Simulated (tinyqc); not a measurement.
Inside a calculation. Method: RKS/B3LYP (VWN-RPA form) in the sto-3g basis, for BeH2, spin multiplicity 1. One step of it, computed by the program tinyqc.

Problem. Iteration 1: building the Kohn-Sham matrix. J_ij = sum D_kl (ij|kl), K_ij = sum D_kl (ik|jl); F = H + J - 0.1 K + V_xc; E = tr D H + tr D J / 2 - 0.05 tr D K + E_xc + E_nn.

D at the start, lower triangle:
```
            1Be 1s     1Be 2s   1Be 2px    1Be 2py   1Be 2pz     2H 1s     3H 1s
1Be 1s    2.139309
1Be 2s   -0.522447   1.917065
1Be 2px   0.000000   0.000000  0.000000
1Be 2py   0.005173  -0.025908  0.000000   2.116813
1Be 2pz  -0.016129   0.064746  0.000000  -0.001511  0.002188
2H 1s    -0.023183   0.143410  0.000000  -0.053327  0.004871  0.012102
3H 1s    -0.015891   0.112096  0.000000   0.076125  0.003774  0.006617  0.009511
```

core Hamiltonian H = T + V (hartree), lower triangle:
```
            1Be 1s     1Be 2s    1Be 2px    1Be 2py    1Be 2pz      2H 1s      3H 1s
1Be 1s   -8.560832
1Be 2s   -2.112289  -2.769226
1Be 2px   0.000000   0.000000  -2.237396
1Be 2py  -0.000783  -0.004756   0.000000  -2.428986
1Be 2pz  -0.000664  -0.006067   0.000000  -0.000112  -2.237506
2H 1s    -0.399359  -1.053060   0.000000  -1.147311  -0.028001  -2.041420
3H 1s    -0.363412  -0.999126   0.000000   1.102633  -0.026887  -0.060244  -2.003394
```

Two-electron integrals (ij|kl) in chemists' order, unique and non-zero (hartree):
```
(11|11) 2.298831    (21|11) 0.392036    (21|21) 0.079539    (22|11) 0.570988
(22|21) 0.143041    (22|22) 0.417683    (31|31) 0.014607    (32|31) 0.021888
(32|32) 0.092265    (33|11) 0.569578    (33|21) 0.143083    (33|22) 0.417589
(33|33) 0.449859    (41|41) 0.014607    (42|41) 0.021888    (42|42) 0.092265
(43|43) 0.024249    (44|11) 0.569578    (44|21) 0.143083    (44|22) 0.417589
(44|33) 0.401360    (44|44) 0.449859    (51|51) 0.014607    (52|51) 0.021888
(52|52) 0.092265    (53|53) 0.024249    (54|54) 0.024249    (55|11) 0.569578
(55|21) 0.143083    (55|22) 0.417589    (55|33) 0.401360    (55|44) 0.401360
(55|55) 0.449859    (61|11) 0.072206    (61|21) 0.014642    (61|22) 0.026559
(61|33) 0.026374    (61|41) 0.001292    (61|42) 0.002441    (61|44) 0.026944
(61|51) 0.000031    (61|52) 0.000058    (61|54) 0.000014    (61|55) 0.026374
(61|61) 0.002826    (62|11) 0.182285    (62|21) 0.046371    (62|22) 0.148442
(62|33) 0.142728    (62|41) 0.006057    (62|42) 0.037796    (62|44) 0.159725
(62|51) 0.000145    (62|52) 0.000905    (62|54) 0.000407    (62|55) 0.142738
(62|61) 0.009445    (62|62) 0.079869    (63|31) 0.004164    (63|32) 0.019719
(63|43) 0.006470    (63|53) 0.000155    (63|63) 0.007144    (64|11) 0.198196
(64|21) 0.051018    (64|22) 0.171186    (64|33) 0.161049    (64|41) 0.009800
(64|42) 0.058670    (64|44) 0.191278    (64|51) 0.000135    (64|52) 0.000932
(64|54) 0.000569    (64|55) 0.161059    (64|61) 0.010836    (64|62) 0.104556
(64|64) 0.141009    (65|11) 0.004744    (65|21) 0.001221    (65|22) 0.004098
(65|33) 0.003855    (65|41) 0.000135    (65|42) 0.000932    (65|44) 0.004269
(65|51) 0.004167    (65|52) 0.019741    (65|54) 0.006479    (65|55) 0.004165
(65|61) 0.000259    (65|62) 0.002503    (65|64) 0.003204    (65|65) 0.007220
(66|11) 0.350073    (66|21) 0.090627    (66|22) 0.325663    (66|33) 0.302196
(66|41) 0.013590    (66|42) 0.110483    (66|44) 0.372288    (66|51) 0.000325
(66|52) 0.002645    (66|54) 0.001678    (66|55) 0.302236    (66|61) 0.018891
(66|62) 0.224483    (66|64) 0.311445    (66|65) 0.007455    (66|66) 0.774606
(71|11) 0.065701    (71|21) 0.013323    (71|22) 0.024170    (71|33) 0.024003
(71|41) -0.001172   (71|42) -0.002219   (71|44) 0.024514    (71|51) 0.000028
(71|52) 0.000053    (71|54) -0.000012   (71|55) 0.024003    (71|61) 0.002349
(71|62) 0.007254    (71|64) 0.007710    (71|65) 0.000201    (71|66) 0.014035
(71|71) 0.002339    (72|11) 0.171886    (72|21) 0.043757    (72|22) 0.140861
(72|33) 0.135372    (72|41) -0.005701   (72|42) -0.036126   (72|44) 0.151701
(72|51) 0.000136    (72|52) 0.000864    (72|54) -0.000391   (72|55) 0.135381
(72|61) 0.007523    (72|62) 0.038455    (72|64) 0.040725    (72|65) 0.001192
(72|66) 0.079548    (72|71) 0.008109    (72|72) 0.073084    (73|31) 0.003850
(73|32) 0.018423    (73|43) -0.006119   (73|53) 0.000146    (73|63) 0.002626
(73|73) 0.006373    (74|11) -0.189131   (74|21) -0.048705   (74|22) -0.164256
(74|33) -0.154545   (74|41) 0.009190    (74|42) 0.055962    (74|44) -0.183502
(74|51) -0.000128   (74|52) -0.000898   (74|54) 0.000546    (74|55) -0.154554
(74|61) -0.008104   (74|62) -0.041360   (74|64) -0.042588   (74|65) -0.001263
(74|66) -0.085098   (74|71) -0.009394   (74|72) -0.096556   (74|74) 0.131158
(75|11) 0.004524    (75|21) 0.001165    (75|22) 0.003929    (75|33) 0.003696
(75|41) -0.000128   (75|42) -0.000898   (75|44) 0.004096    (75|51) 0.003853
(75|52) 0.018445    (75|54) -0.006129   (75|55) 0.003989    (75|61) 0.000211
(75|62) 0.001201    (75|64) 0.001255    (75|65) 0.002662    (75|66) 0.002535
(75|71) 0.000225    (75|72) 0.002309    (75|74) -0.002985   (75|75) 0.006444
(76|11) 0.010166    (76|21) 0.002516    (76|22) 0.007134    (76|33) 0.007034
(76|41) -0.000005   (76|42) -0.000035   (76|44) 0.007329    (76|51) 0.000016
(76|52) 0.000080    (76|54) -5.30e-07   (76|55) 0.007035    (76|61) 0.000468
(76|62) 0.002583    (76|64) 0.003014    (76|65) 0.000089    (76|66) 0.005789
(76|71) 0.000427    (76|72) 0.002485    (76|74) -0.002944   (76|75) 0.000086
(76|76) 0.000124    (77|11) 0.340614    (77|21) 0.088211    (77|22) 0.319131
(77|33) 0.296288    (77|41) -0.012933   (77|42) -0.107593   (77|44) 0.364496
(77|51) 0.000309    (77|52) 0.002573    (77|54) -0.001631   (77|55) 0.296327
(77|61) 0.015041    (77|62) 0.082435    (77|64) 0.086911    (77|65) 0.002604
(77|66) 0.173436    (77|71) 0.016691    (77|72) 0.213848    (77|74) -0.298924
(77|75) 0.007149    (77|76) 0.005789    (77|77) 0.774606
```

nuclear repulsion = 2.94830273 hartree

V_xc (hartree), lower triangle:
```
            1Be 1s     1Be 2s    1Be 2px    1Be 2py    1Be 2pz      2H 1s      3H 1s
1Be 1s   -1.222302
1Be 2s   -0.182748  -0.297680
1Be 2px   0.000000   0.000000  -0.278547
1Be 2py   0.000115  -0.000082   0.000000  -0.330606
1Be 2pz  -0.000485  -0.003693   0.000000  -0.000004  -0.278597
2H 1s    -0.034414  -0.108390   0.000000  -0.126774  -0.003729  -0.240220
3H 1s    -0.031348  -0.101450   0.000000   0.119394  -0.003493  -0.005420  -0.225877
```

E_xc = sum of w rho eps_xc = -2.91131363 hartree

Give: Coulomb J; exchange K; Kohn-Sham matrix F; total energy of this density.

Solution.

Coulomb J (hartree), lower triangle:
```
          1Be 1s  1Be 2s  1Be 2px  1Be 2py  1Be 2pz   2H 1s   3H 1s
1Be 1s    6.8530
1Be 2s    1.3441  2.7937
1Be 2px   0.0000  0.0000   2.7553
1Be 2py  -0.0002  0.0007   0.0000   2.8603
1Be 2pz   0.0025  0.0118   0.0000   0.0000   2.7554
2H 1s     0.2493  0.9797   0.0000   1.1228   0.0288  2.1079
3H 1s     0.2268  0.9262   0.0000  -1.0726   0.0274  0.0490  2.0515
```

exchange K (hartree), lower triangle:
```
          1Be 1s   1Be 2s  1Be 2px  1Be 2py  1Be 2pz   2H 1s   3H 1s
1Be 1s    4.6932
1Be 2s    0.8292   1.0802
1Be 2px   0.0000   0.0000   0.2447
1Be 2py  -0.0002  -0.0008   0.0000   1.1203
1Be 2pz   0.0016   0.0328   0.0000  -0.0003   0.2457
2H 1s     0.1675   0.4529   0.0000   0.4692   0.0150  0.4836
3H 1s     0.1531   0.4248   0.0000  -0.4409   0.0143  0.0138  0.4299
```

Kohn-Sham matrix F (hartree), lower triangle:
```
          1Be 1s   1Be 2s  1Be 2px  1Be 2py  1Be 2pz    2H 1s    3H 1s
1Be 1s   -3.3995
1Be 2s   -1.0338  -0.3812
1Be 2px   0.0000   0.0000   0.2148
1Be 2py  -0.0008  -0.0040   0.0000  -0.0113
1Be 2pz   0.0012  -0.0012   0.0000  -0.0001   0.2147
2H 1s    -0.2013  -0.2270   0.0000  -0.1982  -0.0045  -0.2221
3H 1s    -0.1832  -0.2169   0.0000   0.1935  -0.0044  -0.0181  -0.2208
```

total energy of this density = -15.009691 hartree
